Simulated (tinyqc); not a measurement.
Metal gate on a two-layer dielectric stack with fixed charge and a dipole: one step of the calculation.

Gate, layer 2, layer 1, p-type semiconductor; x runs from the gate inwards. Charges are counted in units of +q. psi is the band bending at the surface, positive towards inversion. Classical charge, Boltzmann statistics, no interface traps.

Question. Fields and voltage drops. EOT = 3.9 (t1/e1 + t2/e2), Cox = eps0/(t1/e1 + t2/e2); phi_ms = pM - (chi + Eg - Vt ln(Nv/Na)).

Gauss: D = -Qs just inside the semiconductor; going towards the gate subtract q Q1, then q r1 t1, q Q2 and q r2 t2. Field = D/(eps0 e); the drop over a layer is its mean field times its thickness; Vg = phi_ms + Vd + psi + both drops.

Values chosen for this exercise; band and dielectric values close to those of silicon, layer 1 close to silicon dioxide, layer 2 close to hafnium oxide:
- T = 250 K (temperature)
- Eg = 1.12 eV (band gap)
- eps_r = 11.6 (relative permittivity)
- Nv = 1.98e19 cm^-3 (valence-band density of states at T)
- chi = 3.97 eV (electron affinity)
- Na = 9.2e16 cm^-3 (acceptor density)
- pM = 4.81 eV (work function of the gate metal)
- t1 = 1.8 nm (thickness of layer 1, next to the semiconductor)
- e1 = 3.87 (relative permittivity of layer 1)
- t2 = 4.5 nm (thickness of layer 2, next to the gate)
- e2 = 22.2 (relative permittivity of layer 2)
- Q1 = 6.3e10 cm^-2 (fixed charge at the semiconductor interface)
- Q2 = 1.6e11 cm^-2 (fixed charge between the layers)
- r1 = 0 cm^-3 (uniform charge density in layer 1)
- r2 = 8.7e17 cm^-3 (uniform charge density in layer 2)
- Vd = 0.24 V (flat-band shift by a dipole layer between the layers)
- ps = 0.404 V (band bending psi of the working point)

Constants: q = 1.602176634e-19 C, kB = 1.380649e-23 J/K, Vt = kB T/q, eps0 = 8.8541878128e-14 F/cm where lengths are in cm. Results are converted to the units shown.

Qs = -0.10761148 uC/cm^2

Wanted: D; field; drop over layer 2; drop over layer 1; Vg.

Answer.

```
place	D (uC/cm^2)	field (MV/cm)
layer 2, gate side	0.00916	0.00466
layer 2, inner side	0.07188	0.03657
layer 1, outer side	0.09752	0.28459
layer 1, semiconductor side	0.09752	0.28459
semiconductor surface	0.10761	0.10477
```

drop over layer 2 = 0.0092765 V
drop over layer 1 = 0.051227 V
Vg = 0.54023 V

The same Vg follows from Vfb + psi - Qs/Cox. The largest field, 0.285 MV/cm in size, is at: layer 1, outer side.

Program tinyqc, `OMP_NUM_THREADS=1 python tinyqc.py 2010078 2010079 out.jsonl`; Intel Xeon 2.30GHz, shared host, one thread, about 0.01 s.
